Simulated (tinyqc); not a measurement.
Comparisons within one model: interband optics of a two-band s-p chain from momentum matrix elements. A value that a table varies takes the place of the one given here.

H(k) = [[Es - 2 ts cos ka, 2i V sin ka], [-2i V sin ka, Ep_ + 2 tp cos ka]] in the basis s, p; the lower band is full, with two electrons a cell. The velocity operator times hbar is W = dH/dk (eV angstrom); intra-atomic dipoles are left out.

With w(k) = |<c|W|v>|^2 and D(k) = Ec - Ev, on the mesh k_j = (j + 1/2)/N (2 pi/a): eps(E) = 1 + (8 pi e2/(a Ar)) mean_j (w/D^2) [1/(D - E - i eta) + 1/(D + E + i eta)], e2 = e^2/(4 pi eps0); light polarised along the chains, no local fields.

Constants: e^2/(4 pi eps0) = 14.39964547 eV angstrom; hbar^2/2m0 = 3.80998211 eV angstrom^2.

Inputs chosen for the exercise:

| symbol | value | unit | meaning |
|---|---|---|---|
| a | 4.49 | angstrom | period |
| Es | 2.31 | eV | upper orbital (s) |
| Ep_ | -2 | eV | lower orbital (p) |
| ts | 0.62 | eV | s-s hopping |
| tp | 0.28 | eV | p-p hopping |
| V | 1.52 | eV | s-p hopping |
| Ar | 10.6 | angstrom^2 | cross-section per chain |
| eta | 0.2 | eV | Lorentzian half width |
| E | 4.89 | eV | photon energy |

## Joint density of states against eps2

Mesh of 2000 points. J(E) = mean of (eta/pi)/((E - D)^2 + eta^2). The fourth column is J times the constant (8 pi^2 e2/(a Ar)) mean(w/D^2). R = |(sqrt(eps) - 1)/(sqrt(eps) + 1)|^2.

Spectrum:

| E (eV) | J (1/eV) | eps2 | eps2 with constant element | eps1 | R |
|---|---|---|---|---|---|
| 1.91 | 0.014 | 5.562 | 1.216 | 29.269 | 0.478 |
| 2.48 | 0.087 | 47.846 | 7.513 | 37.780 | 0.630 |
| 3.05 | 0.088 | 27.525 | 7.609 | -13.016 | 0.684 |
| 3.62 | 0.076 | 11.096 | 6.554 | -9.858 | 0.668 |
| 4.19 | 0.074 | 5.303 | 6.412 | -5.254 | 0.602 |
| 4.76 | 0.078 | 3.017 | 6.781 | -1.247 | 0.360 |
| 5.33 | 0.092 | 2.654 | 7.970 | 3.175 | 0.147 |
| 5.89 | 0.162 | 8.346 | 13.978 | 11.020 | 0.355 |
| 6.46 | 0.296 | 16.745 | 25.626 | -5.721 | 0.585 |
| 7.03 | 0.322 | 8.991 | 27.825 | -7.809 | 0.637 |
| 7.60 | 0.329 | 5.123 | 28.462 | -9.437 | 0.758 |
| 8.17 | 0.046 | 1.049 | 3.993 | -6.092 | 0.889 |

How do the results move?

Transitions span 2.510 to 7.571 eV. Among the energies listed J peaks at 7.60 eV and eps2 at 2.48 eV. The ratio of eps2 to the constant-element value is 3.62 at 3.05 eV and 0.32 at 7.03 eV: w/D^2 is 29.572 angstrom^2 at the zone centre and 4.991 at the edge.

## Mesh against broadening

eps2 at E for three widths, and eps(0) at eta = 0; the last row is the mesh of 2000 points.

Convergence:

| N | eta = 0.03 eV | eta = 0.1 eV | eta = 0.3 eV | eps(0) |
|---|---|---|---|---|
| 4 | 0.348 | 1.098 | 2.284 | 3.4623 |
| 8 | 0.266 | 0.882 | 2.545 | 9.7428 |
| 16 | 0.399 | 1.305 | 3.425 | 16.2421 |
| 32 | 3.326 | 3.846 | 3.776 | 17.1171 |
| 64 | 0.525 | 1.585 | 3.417 | 17.1221 |
| 128 | 1.055 | 1.998 | 3.449 | 17.1221 |
| 2000 | 1.495 | 2.034 | 3.450 | 17.1221 |

What does this show, and why?

The first N from which eps2 stays within 2 % of the last row is above 128 for eta = 0.03, 128 for 0.1 and 64 for 0.3 eV; for eps(0) and 0.1 % it is 32. E lies inside the range of transitions, so as a rule the spacing of D between mesh points must fall below eta (less so where the weight w is small at E).

## Static constant against the gap

Es takes the values listed; mesh of 400 points; the Penn-type estimate is 1 + 8 pi c e2 n_eff/(a Ar Dm^2) with Dm the f-weighted mean of D, f = w/(c D), n_eff = 2 mean(f), c = hbar^2/2m0.

Results:

| Es (eV) | smallest D (eV) | Dm (eV) | n_eff | eps(0) | estimate |
|---|---|---|---|---|---|
| 2.01 | 2.211 | 4.493 | 7.887 | 21.733 | 12.321 |
| 2.31 | 2.511 | 4.789 | 7.627 | 17.122 | 10.636 |
| 2.81 | 3.010 | 5.278 | 7.216 | 12.226 | 8.503 |
| 3.31 | 3.510 | 5.766 | 6.834 | 9.231 | 6.956 |
| 4.31 | 4.510 | 6.737 | 6.154 | 5.899 | 4.929 |
| 5.31 | 5.510 | 7.707 | 5.573 | 4.189 | 3.719 |
| 7.31 | 7.510 | 9.652 | 4.651 | 2.590 | 2.446 |

What does this show, and why?

eps(0) - 1 falls from 20.733 to 1.590, as Dm^-3.36; a fixed n_eff would give the power -2, and n_eff goes from 7.887 to 4.651. The single-gap estimate is low by 45.4 % of eps(0) - 1 in the first row and 9.0 % in the last, since 1/D^2 favours the smallest separations. n_eff need not equal the 2 electrons of the cell: a two-orbital basis with chosen hoppings does not obey the free-electron sum rule.

## What moves the optical response

Mesh of 400 points; n_eff = 2 mean(w/(c D)), c = hbar^2/2m0. Each row changes one parameter from the base and keeps the others.

Results:

| case | smallest D (eV) | largest D (eV) | n_eff | eps(0) |
|---|---|---|---|---|
| base | 2.511 | 7.571 | 7.627 | 17.122 |
| a = 4.715 angstrom | 2.511 | 7.571 | 8.410 | 17.930 |
| Es = 2.61 eV | 2.810 | 7.763 | 7.377 | 13.881 |
| ts = 0.744 eV | 2.263 | 7.611 | 7.723 | 20.207 |
| V = 1.672 eV | 2.511 | 8.047 | 8.696 | 19.109 |
| Ar = 11.66 angstrom^2 | 2.511 | 7.571 | 7.627 | 15.656 |

What does this show?

The largest shifts from the base row, up to three for each result and ties (the steps differ in size, so this ranks the rows, not the parameters). smallest D (eV): Es +0.300, ts -0.248; unchanged at the printed digits by a, V and Ar. largest D (eV): V +0.476, Es +0.191, ts +0.039; unchanged at the printed digits by a and Ar. n_eff: V +1.070, a +0.784, Es -0.250; unchanged at the printed digits by Ar. eps(0): Es -3.241, ts +3.085, V +1.987.

Program tinyqc; command `OMP_NUM_THREADS=1 python tinyqc.py 1650161 1650162 out.jsonl`; about 0.01 s on one thread of a shared Intel(R) Xeon(R) Processor @ 2.30GHz.
